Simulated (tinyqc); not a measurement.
What moves the results: model-solid line-up of a strained alloy layer on a substrate. A value that a table varies takes the place of the one given here.

All values of the alloy are linear in x but the gap, Eg(x) = (1 - x) Eg_A + x Eg_B - C x (1 - x), and the valence edge, Ev(x) = (1 - x) Ev_A + x Ev_B + fv C x (1 - x); Ec = Ev + Eg. Ev is the top of the unstrained valence band on a scale common to all materials. In the layer only the Gamma valley of the conduction band is followed, also where an X or L valley would lie lower.

Coherent growth on a (001) face: e_par = (a_s - a)/a, e_perp = -2 (C12/C11) e_par; exx = eyy = e_par, ezz = e_perp, no shear.

Strained edges: Ec + ac tr(e); the valence edges are Ev plus the levels of the 6 x 6 matrix of X, Y, Z times spin with -Dso/3 + l exx + m (eyy + ezz) on the diagonal (cyclic), n exy off it, l = av + 2 b, m = av - b, n = sqrt(3) d. Spin-orbit term (Dso/3) L.sigma on X, Y, Z with (L_k)_ij = -i epsilon_kij: <X+|H|Y+> = -i Dso/3, <X+|H|Z-> = Dso/3, <Y+|H|Z-> = -i Dso/3, <Z+|H|X-> = -Dso/3, <Z+|H|Y-> = i Dso/3, <X-|H|Y-> = i Dso/3, and their conjugates; + and - are the spin along z.

dEc = Ec(substrate) - Ec(layer), dEv = Ev(layer) - Ev(substrate); positive values confine the carrier in the layer. Type I: both of one sign; type II: opposite signs; type III: the gaps do not overlap.

Coherent growth: e_par = (a_s - a)/a. (001): e_perp = -2 (C12/C11) e_par; exx = eyy = e_par, ezz = e_perp, no shear. (111): e_perp = -(2 C11 + 4 C12 - 4 C44)/(C11 + 2 C12 + 4 C44) e_par; exx = eyy = ezz = (2 e_par + e_perp)/3 and exy = eyz = ezx = (e_perp - e_par)/3. (110): e_perp = -(C11 + 3 C12 - 2 C44)/(C11 + C12 + 2 C44) e_par; exx = eyy = (e_par + e_perp)/2, ezz = e_par, exy = (e_perp - e_par)/2, eyz = ezx = 0.

Values chosen for the exercise (A near AlAs, B near InAs, substrate near InAs; shifted at random, so the results belong to these values and not to a real crystal):
```
symbol  value           unit      meaning
a       (5.666, 6.053)  angstrom  lattice constant of A, B
Eg      (3.111, 0.419)  eV        gap at Gamma to the s-like level of A, B
Dso     (0.282, 0.395)  eV        spin-orbit splitting of A, B
Ev      (-1.33, -0.6)   eV        top of the unstrained valence band of A, B
ac      (-5.66, -5.13)  eV        conduction deformation potential of A, B
av      (2.46, 1)       eV        valence hydrostatic potential of A, B
b       (-2.33, -1.77)  eV        tetragonal shear potential of A, B
d       (-3.39, -3.56)  eV        trigonal shear potential of A, B
C11     (126.1, 83.3)   GPa       of A, B
C12     (52.7, 45.9)    GPa       of A, B
C44     (53.8, 39.5)    GPa       of A, B
C       0.814           eV        bowing of the gap
fv      0.2                       share of the bowing taken by the valence edge
a_s     6.053           angstrom  substrate
Eg_s    0.419           eV        lowest gap of the substrate
Ev_s    -0.6            eV        substrate valence edge
face    001                       growth face
x       0.68                      fraction of B
```

## Composition against offsets

Each composition is strained to the same substrate.

Results:
```
x     e_par (%)  relaxed gap (eV)  strained gap (eV)  valence splitting (meV)  dEc (eV)  dEv (eV)  type
0.55       2.96             1.429              1.041                      287    -0.556    -0.067     I
0.61       2.56             1.275              0.952                      241    -0.470    -0.064     I
0.67       2.16             1.127              0.866                      197    -0.388    -0.059     I
0.73       1.76             0.985              0.781                      156    -0.309    -0.053     I
0.80       1.30             0.827              0.684                      110    -0.222    -0.043     I
0.86       0.90             0.698              0.603                       74    -0.152    -0.032     I
0.92       0.51             0.574              0.523                       40    -0.084    -0.020     I
0.98       0.13             0.457              0.445                       10    -0.021    -0.005     I
```

The layer stays under tension over this range. The strained gap runs from 1.041 to 0.445 eV, against 1.429 to 0.457 eV for the relaxed alloy: strain takes back part of the change that the composition makes. Strains above 2 % can be kept only in layers of a few nanometres. The line-up is type I throughout, with the layer as the barrier. Offsets below about 50 meV are within the spread of parameter sets, so those rows do not settle the type. Where the alloy is indirect its X or L edge, left out, lies lower and sets the real gap and dEc.

## The same layer on three faces

Composition and substrate are kept.

Results:
```
face   e_perp (%)  tr(e) (%)  shift of Ec (meV)  shift of Ev (meV)  valence splitting (meV)  gap (eV)
(001)      -2.070      2.107             -111.7              140.1                    190.2    0.8516
(111)      -1.187      2.990             -158.5              129.9                    152.4    0.8149
(110)      -1.371      2.806             -148.7              132.0                    160.1    0.8226
```

The layer yields most along the normal on (001) and least on (111), so the volume change, and with it the shift of Ec, is largest on (111). The valence splitting, set by b on (001), by d on (111) and by both on (110), is largest on (001). The gaps span 37 meV, from (111) to (001).

## What each parameter does

Strained gap, valence splitting and offsets. Each row changes one parameter from the base and keeps the others.

Results:
```
case                        gap (eV)  splitting (meV)  dEc (eV)  dEv (eV)
base                          0.8516            190.2   -0.3745   -0.0581
x = 0.66                      0.8802            204.5   -0.4012   -0.0599
a_s = 6.073 angstrom          0.8073            224.6   -0.3565   -0.0319
C = 0.914 eV                  0.8298            190.2   -0.3571   -0.0538
fv = 0.4                      0.8516            190.2   -0.4099   -0.0227
Ev_s = -0.55 eV               0.8516            190.2   -0.3245   -0.1081
C12 = (60.605, 52.785) GPa    0.8629            206.0   -0.3909   -0.0529
b = (-2.68, -2.035) eV        0.8319            222.1   -0.3745   -0.0384
d = (-3.898, -4.094) eV       0.8516            190.2   -0.3745   -0.0581
```

The largest shifts from the base row, up to three for each result and ties (the steps differ in size, so this ranks the rows, not the parameters). gap (eV): a_s -0.0443, x +0.0286, C -0.0218; unchanged at the printed digits by fv, Ev_s and d. splitting (meV): a_s +34.3, b +31.9, C12 +15.8; unchanged at the printed digits by C, fv, Ev_s and d. dEc (eV): Ev_s +0.0500, fv -0.0354, x -0.0267; unchanged at the printed digits by b and d. dEv (eV): Ev_s -0.0500, fv +0.0354, a_s +0.0262; unchanged at the printed digits by d.

Computed by tinyqc, a small Python program: `OMP_NUM_THREADS=1 python tinyqc.py 1050940 1050941 out.jsonl` (the numbers bound the seed that draws the inputs); one thread of a shared host (Intel(R) Xeon(R) Processor @ 2.30GHz), about 0.02 s for the whole set of steps.
